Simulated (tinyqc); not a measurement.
Changing the atomic mass M: Born-von Karman spring model of a cubic crystal with one atom per cell. Computed by tinyqc, a small Python program. Command: `OMP_NUM_THREADS=1 python tinyqc.py 3006469 3006470 out.jsonl springs sweep`. One thread of a shared host (Intel(R) Xeon(R) Processor @ 2.30GHz), about 0.1 s of CPU time with the checks.

First neighbours lie at a/2 (1,1,0) (12 of them), second at a (1,0,0) (6), with all permutations and signs; the volume per atom is Omega = a^3/4. Two shells of springs match a real metal only roughly, above all at the zone boundary.

Inputs (values chosen for the exercise, modelled on aluminium):

| quantity | value | unit |
|---|---|---|
| lattice constant a | 4.05 | angstrom |
| radial spring k1L | 1.29 | eV/angstrom^2 |
| transverse spring k1T | -0.077 | eV/angstrom^2 |
| radial spring k2L | 0.15 | eV/angstrom^2 |
| transverse spring k2T | -0.0095 | eV/angstrom^2 |
| mesh divisions n | 6 | - |
| temperature T | 400 | K |

Lattice: fcc.

Constants: 1 eV/angstrom^3 = 160.2176634 GPa; u = 1.6605390666e-27 kg; nu for 1 eV/(angstrom^2 u) = 15.6333042 THz; h x 1 THz = 4.135667696 meV; k_B = 8.617333262e-05 eV/K; hbar^2/u = 4.18015928e-03 eV angstrom^2; hbar = 1.054571817e-34 J s; k_B = 1.380649e-23 J/K.

Method:
- [ij,kl] = (1/(2 Omega)) sum_R K_ij R_k R_l; C11 = [xx,xx], C44 = [xx,yy], C12 = 2 [xy,xy] - C44; B = (C11 + 2 C12)/3; Zener ratio A = 2 C44/(C11 - C12). K(R) = kL n n^T + kT (1 - n n^T).
- rho = M/Omega and v = sqrt(C/rho), with C = C11, C44, C44 along [100]; (C11 + C12 + 2 C44)/2, C44, (C11 - C12)/2 along [110]; (C11 + 2 C12 + 4 C44)/3 and twice (C11 - C12 + C44)/3 along [111].
- A neighbour at R with unit vector n couples by the matrix K(R) = kL n n^T + kT (1 - n n^T), and D(q) = (1/M) sum_R K(R) [1 - cos(q.R)].
- An eigenvalue lambda of D in eV/(angstrom^2 u) gives nu = 15.6333042 THz x sqrt(lambda).
- Mesh: q = sum_i (m_i + 1/2)/n b_i, m_i = 0..n-1, with b = [[-1, 1, 1], [1, -1, 1], [1, 1, -1]] in 2 pi/a; sums are averages over the n^3 points, per atom.
- With x = h nu/(k_B T) and n = 1/(exp(x) - 1) for each mode: F = k_B T [x/2 + ln(1 - exp(-x))], U = k_B T x (n + 1/2), S/k_B = x n - ln(1 - exp(-x)), C/k_B = x^2 n (n + 1).
- <u_x^2> = (1/3) sum over modes of hbar^2/(2 M h nu) coth(x/2); zero-point energy = sum h nu/2. <u_x^2> converges slowly with the mesh, from below, with an error of order 1/n.
- Christoffel matrix G_xx = C11 n_x^2 + C44 (1 - n_x^2), G_xy = (C12 + C44) n_x n_y, with eigenvalues rho v^2; v_m^-3 is the mean of v^-3 over three branches and all directions (12 Gauss-Legendre points in cos(theta) times 24 angles phi = (j + 1/2) pi/12); q_D = (6 pi^2/Omega)^(1/3); Theta = hbar v_m q_D/k_B.

One run for each value:

| atomic mass M (u) | elastic Debye temperature (K) | <u_x^2> (angstrom^2) | entropy S (k_B/atom) | zero-point energy (meV/atom) | C11 (GPa) |
|---|---|---|---|---|---|
| 6.7 | 926.33 | 0.013313 | 2.1792 | 78.811 | 119.71 |
| 10.0 | 758.24 | 0.012847 | 2.6884 | 64.510 | 119.71 |
| 15.0 | 619.10 | 0.012525 | 3.2321 | 52.672 | 119.71 |
| 22.0 | 511.20 | 0.012317 | 3.7643 | 43.492 | 119.71 |
| 33.0 | 417.40 | 0.012168 | 4.3418 | 35.511 | 119.71 |
| 49.0 | 342.54 | 0.012069 | 4.9144 | 29.142 | 119.71 |
| 73.0 | 280.64 | 0.012002 | 5.4984 | 23.876 | 119.71 |
| 110.0 | 228.62 | 0.011955 | 6.1039 | 19.450 | 119.71 |

Over the rows, elastic Debye temperature (K) falls from 926 to 229 (exponent d ln y / d ln x about -0.50 throughout); <u_x^2> (angstrom^2) falls from 0.0133 to 0.0120 (exponent d ln y / d ln x -0.089 between the first rows and -0.0094 between the last); entropy S (k_B/atom) rises from 2.18 to 6.10 (exponent d ln y / d ln x 0.52 between the first rows and 0.25 between the last). The exponent of elastic Debye temperature stays at -0.50: frequencies scale as M^(-1/2). At the high end the exponent of <u_x^2> is -0.01, close to 0: classical displacements do not depend on the mass. The exponent of zero-point energy stays at -0.50: frequencies scale as M^(-1/2). The mass rescales all frequencies, so a heavier crystal at T acts as a lighter one at higher T: S grows, and <u_x^2> tends to the classical k_B T over a spring constant, which holds no mass. Elastic constants are static.
